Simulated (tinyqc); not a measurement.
AlGaN/GaN HEMT with access regions, lumped model: two steps of the calculation.

A polarisation-induced electron sheet under a Schottky gate, in series with two ungated access regions and contacts. Drift law v = mu E/(1 + mu E/vs) under the gate. Currents in mA/mm, resistances in ohm mm. No self-heating, no channel-length modulation; fits for polarisation, barrier and offset are chosen for the exercise.

Values chosen for this exercise; values close to those of AlGaN/GaN structures:
- x = 0.24 (aluminium share of the barrier)
- d = 20 nm (barrier thickness)
- eps_r = 9.1 (relative permittivity of barrier and channel)
- mu = 1800 cm^2/(V s) (channel mobility)
- vs = 1.3e7 cm/s (saturation velocity)
- Lg = 0.25 um (gate length)
- Ls = 1 um (source access length)
- Ld = 12 um (drain access length)
- Rc = 0.57 ohm mm (resistance of each contact)
- ft = 0 (share of the drain-access electrons removed by traps)
- Vg = 0 V (gate voltage)
- Ec = 2.5 MV/cm (critical field)
- te = 0.32 um (depth over which the depleted charge spreads)
- tf = 200 nm (insulator under the field plate)
- ei = 3.9 (relative permittivity of that insulator)

Constants: q = 1.602176634e-19 C, eps0 = 8.8541878128e-14 F/cm where lengths are in cm. Results are converted to the units shown.

Question 1. Polarisation charge, threshold and sheet resistance. sigma = (5e13 x + 1.6e13 x^2) cm^-2, phiB = 0.84 + 1.3 x, dEc = 0.7 (1.71 x + x^2) in volts, Cb = eps0 eps_r/d, VT = phiB - dEc - q sigma/Cb, access density n0 = -Cb VT/q. Rsh = 1/(q mu n0); largest access current q n0 vs.

Wanted: sigma; Cb; VT; n0; Rsh; q n0 vs.

Answer 1.

sigma = 1.2922e13 cm^-2
Cb = 0.40287 uF/cm^2
VT = -4.3145 V
n0 = 1.0849e13 cm^-2
Rsh = 319.63 ohm
q n0 vs = 2259.6 mA/mm

Question 2. On-resistance and breakdown. Ron = 2 Rc + Ls/(q mu n0) + Ld/(q mu (1 - ft) n0) + Lg/(mu Cb (Vg - VT)). Off state: a depleted stretch that holds the voltage V has the peak field sqrt(k V), k = 2 q n0/(eps0 eps_r te), so one edge holds V1 = Ec^2/k. The sheet under the plate pinches off at Vf = q n0 (1/Cb + tf/(eps0 ei)); beyond it the gate edge is screened. BV = V1 if Vf >= V1, else Vf + V1, and at most Ec Ld. Specific resistance Ron (Ls + Lg + Ld); figure of merit BV^2 over it.

Wanted: Ron; Vf; V1; BV; specific resistance; figure of merit.

Answer 2.

Ron = 5.375 ohm mm
Vf = 105.0 V
V1 = 46.36 V
BV = 46.36 V
specific resistance = 0.7122 mohm cm^2
figure of merit = 3.017 MW/cm^2

The plate pinches off too late to screen the gate edge, so it adds nothing.

tinyqc, about 0.02 s, one thread, Intel Xeon 2.30GHz (shared host): `OMP_NUM_THREADS=1 python tinyqc.py 2570036 2570037 out.jsonl`
